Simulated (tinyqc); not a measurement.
Inside a calculation. Method: empirical pseudopotential in a few plane waves. One step of it, computed by the program tinyqc.

Problem. Levels at G. Diagonalise the Hermitian matrix.

H(k) at G (eV):
```
           +0+0+0     -1-1-1     -1-1+1     -1+1-1     -1+1+1     +1-1-1     +1-1+1     +1+1-1
+0+0+0   0.000000   2.491756  -2.491756  -2.491756  -2.491756  -2.491756  -2.491756  -2.491756
-1-1-1   2.491756  13.600628   0.000000   0.000000  -0.149663   0.000000  -0.149663  -0.149663
-1-1+1  -2.491756   0.000000  13.600628   0.149663   0.000000   0.149663   0.000000   0.000000
-1+1-1  -2.491756   0.000000   0.149663  13.600628   0.000000   0.149663   0.000000   0.000000
-1+1+1  -2.491756  -0.149663   0.000000   0.000000  13.600628   0.000000   0.149663   0.149663
+1-1-1  -2.491756   0.000000   0.149663   0.149663   0.000000  13.600628   0.000000   0.000000
+1-1+1  -2.491756  -0.149663   0.000000   0.000000   0.149663   0.000000  13.600628   0.149663
+1+1-1  -2.491756  -0.149663   0.000000   0.000000   0.149663   0.000000   0.149663  13.600628
+1+1+1   2.491756   0.000000  -0.149663  -0.149663   0.000000  -0.149663   0.000000   0.000000
-2+0+0   0.000000  -2.491756  -2.491756  -2.491756   2.491756   0.769654  -0.769654  -0.769654
+0-2+0   0.000000  -2.491756  -2.491756   0.769654  -0.769654  -2.491756   2.491756  -0.769654
+0+0-2   0.000000  -2.491756   0.769654  -2.491756  -0.769654  -2.491756  -0.769654   2.491756
+0+0+2   0.000000  -0.769654   2.491756  -0.769654  -2.491756  -0.769654  -2.491756   0.769654
+0+2+0   0.000000  -0.769654  -0.769654   2.491756  -2.491756  -0.769654   0.769654  -2.491756
+2+0+0   0.000000  -0.769654  -0.769654  -0.769654   0.769654   2.491756  -2.491756  -2.491756

           +1+1+1     -2+0+0     +0-2+0     +0+0-2     +0+0+2     +0+2+0     +2+0+0
+0+0+0   2.491756   0.000000   0.000000   0.000000   0.000000   0.000000   0.000000
-1-1-1   0.000000  -2.491756  -2.491756  -2.491756  -0.769654  -0.769654  -0.769654
-1-1+1  -0.149663  -2.491756  -2.491756   0.769654   2.491756  -0.769654  -0.769654
-1+1-1  -0.149663  -2.491756   0.769654  -2.491756  -0.769654   2.491756  -0.769654
-1+1+1   0.000000   2.491756  -0.769654  -0.769654  -2.491756  -2.491756   0.769654
+1-1-1  -0.149663   0.769654  -2.491756  -2.491756  -0.769654  -0.769654   2.491756
+1-1+1   0.000000  -0.769654   2.491756  -0.769654  -2.491756   0.769654  -2.491756
+1+1-1   0.000000  -0.769654  -0.769654   2.491756   0.769654  -2.491756  -2.491756
+1+1+1  13.600628  -0.769654  -0.769654  -0.769654  -2.491756  -2.491756  -2.491756
-2+0+0  -0.769654  18.134170   0.149663   0.149663  -0.149663  -0.149663   0.000000
+0-2+0  -0.769654   0.149663  18.134170   0.149663  -0.149663   0.000000  -0.149663
+0+0-2  -0.769654   0.149663   0.149663  18.134170   0.000000  -0.149663  -0.149663
+0+0+2  -2.491756  -0.149663  -0.149663   0.000000  18.134170   0.149663   0.149663
+0+2+0  -2.491756  -0.149663   0.000000  -0.149663   0.149663  18.134170   0.149663
+2+0+0  -2.491756   0.000000  -0.149663  -0.149663   0.149663   0.149663  18.134170
```

Give: eigenvalues.

Solution.

eigenvalues (eV): [-2.9260, 8.8622, 8.8622, 8.8622, 9.9826, 13.4510, 13.4510, 13.4510, 16.9756, 17.8348, 17.8348, 22.7230, 22.7230, 22.7230, 22.7999]
